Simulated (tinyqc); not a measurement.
Comparisons within one model: cyclotron resonance of ellipsoidal valleys, Si type. A value that a table varies takes the place of the one given here.

Valleys along [100], [010], [001] (each with its opposite partner), mass ml along the axis and mt across it. B lies in the (1-10) plane, b = (sin(theta)/sqrt2, sin(theta)/sqrt2, cos(theta)). For the angle phi between B and the axis, 1/mc^2 = cos^2(phi)/mt^2 + sin^2(phi)/(mt ml). Resonance: h nu = 2 muB B/mc, h = 2 pi hbar.

Constants: hbar = 6.58211957e-16 eV s; muB = 5.788381798e-05 eV/T.

Values chosen for the exercise (near those of Si; the results hold for these values, not for the real material):
- ml = 0.872 m0 (longitudinal mass)
- mt = 0.191 m0 (transverse mass)
- ths = (0, 15, 30, 45, 60, 75, 90) degrees (angles)
- g1 = 4.25 (Luttinger gamma1)
- g2 = 0.34 (gamma2)
- g3 = 1.45 (gamma3)
- theta = 67 degrees (angle of B from [001] towards [110])
- nu = 70 GHz (microwave frequency)

## Rotating the field

mc against theta; [100] and [010] stay equal in this plane.

Cyclotron masses (m0):
```
theta (degrees)   [100]   [001]
0                0.4081  0.1910
15               0.3857  0.1962
30               0.3394  0.2129
45               0.2967  0.2446
60               0.2670  0.2967
75               0.2501  0.3667
90               0.2446  0.4081
```

All valleys give one line at theta = 54.7 degrees, B along [111], with mc = 0.2759. The [001] pair goes from mt to sqrt(ml mt), a factor 2.14; the other four only fall from sqrt(ml mt) to 0.2446, since their angle to B never drops below 45 degrees.

## Heavy and light holes (cyclotron masses of warped hole bands)

E = c k^2 f(n) with f = g1 -/+ 2 sqrt(g2^2 + 3 (g3^2 - g2^2)(nx^2 ny^2 + ny^2 nz^2 + nz^2 nx^2)). For the orbit through k = 0 perpendicular to b = (sin(theta)/sqrt2, sin(theta)/sqrt2, cos(theta)), mc is the mean of 1/f over the directions n in that plane (180 evenly spaced angles). Quantum effects of the lowest levels are left out.

Cyclotron masses (m0):
```
theta (degrees)   heavy   light
0                0.4251  0.1688
15               0.4544  0.1629
30               0.5214  0.1539
45               0.5742  0.1484
60               0.5812  0.1477
75               0.5678  0.1513
90               0.5594  0.1551
```

The heavy mass varies by 37 % over the table, with its largest listed value at 60 degrees ([111] lies at 54.7) and its smallest at 0; the light mass varies by 14.3 %. The warping term enters both with the same size, but it is set against a small inverse mass in one and a large one in the other (along [111], g1 - 2 g3 = 1.35 and g1 + 2 g3 = 7.15).

## What each parameter does

Resonance fields B = h nu mc/(2 muB) of the valleys [100] and [001]. Each row changes one parameter from the base and keeps the others.

Results:
```
case                [100] (T)  [001] (T)
base                   0.6441     0.8212
ml = 1.003 m0          0.6540     0.8523
mt = 0.21 m0           0.7002     0.8792
theta = 71 degrees     0.6337     0.8694
nu = 77 GHz            0.7085     0.9033
```

The largest shifts from the base row, up to three for each result and ties (the steps differ in size, so this ranks the rows, not the parameters). [100] (T): nu +0.0644, mt +0.0561, theta -0.0104. [001] (T): nu +0.0821, mt +0.0580, theta +0.0482.

(tinyqc, `OMP_NUM_THREADS=1 python tinyqc.py 1252684 1252685 out.jsonl`, Intel(R) Xeon(R) Processor @ 2.30GHz, 1 thread, shared host, about 0.01 s.)
